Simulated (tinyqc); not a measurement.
Worked calculation: density of states of one tight-binding band of a chain. Values are carried at full precision from step to step, so a last printed digit may differ when a step is redone from the rounded ones.

E(k) = -2 t cos(2 pi k) - 2 t2 cos(4 pi k); k in fractions of the reciprocal vectors, mesh k_i = j/N with j = 0 .. N-1. Densities are per cell and per spin, so the band holds one state.

Inputs chosen for the exercise: t = 2.45 eV (nearest hopping); t2 = 0.05 eV (second hopping); N = 10 (mesh points along each axis); bins = 6 (bins of the histogram); E_lo = -5.013 eV (lower end of the histogram); E_hi = 4.917 eV (upper end); E = 2.51 eV (energy at which the density is wanted); sigma = 0.735 eV (Gaussian width).

## Energies on the mesh

Evaluate the band at all 10 points and collect equal values.

Distinct energies:

| E_k (eV) | points |
|---|---|
| -5.0000 | 1 |
| -3.9951 | 2 |
| -1.4333 | 2 |
| 1.5951 | 2 |
| 3.9333 | 2 |
| 4.8000 | 1 |

The 10 points give 6 distinct energies between -5.0000 and 4.8000 eV; a dense mesh gives a band from -5.000 to 4.800 eV.

## Histogram

Count the points in equal bins from E_lo to E_hi; g = count/(all points x bin width).

Histogram:

| from (eV) | to (eV) | points | g (1/eV) |
|---|---|---|---|
| -5.0130 | -3.3580 | 3 | 0.1813 |
| -3.3580 | -1.7030 | 0 | 0.0000 |
| -1.7030 | -0.0480 | 2 | 0.1208 |
| -0.0480 | 1.6070 | 2 | 0.1208 |
| 1.6070 | 3.2620 | 0 | 0.0000 |
| 3.2620 | 4.9170 | 3 | 0.1813 |

Empty bins: 2 of 6; the fullest holds 3 points. Empty bins inside the band come from the coarse mesh, not from gaps.

## Gaussian broadening at one energy

Gaussian broadening: g(E) = mean over the mesh of exp(-(E - E_k)^2/(2 sigma^2))/(sigma sqrt(2 pi)), n(E) = mean of erfc((E_k - E)/(sigma sqrt 2))/2.

Sum over the distinct energies with their counts.

n(E) = 0.6841
g(E) = 0.0671 1/eV

## Sum over all linear segments

Each interval of the mesh is a segment with E linear in k: n = (E - e1)/(e2 - e1), g = 1/(e2 - e1) between its end values.

Average n and g over all pieces of the mesh. The reference uses the same method with N = 4000.

n(E) = 0.6783
g(E) = 0.0855 1/eV
reference n(E) = 0.667
reference g(E) = 0.078 1/eV

On this mesh the linear method errs by +0.007 1/eV in g and +0.011 in n; the Gaussian sum erred by -0.011 and +0.017.

## Checks

- States below the top of the band by the linear method against one: both 1.000000.

Program tinyqc; command `OMP_NUM_THREADS=1 python tinyqc.py 1651767 1651768 out.jsonl`; about 0.01 s on one thread of a shared Intel(R) Xeon(R) Processor @ 2.30GHz.
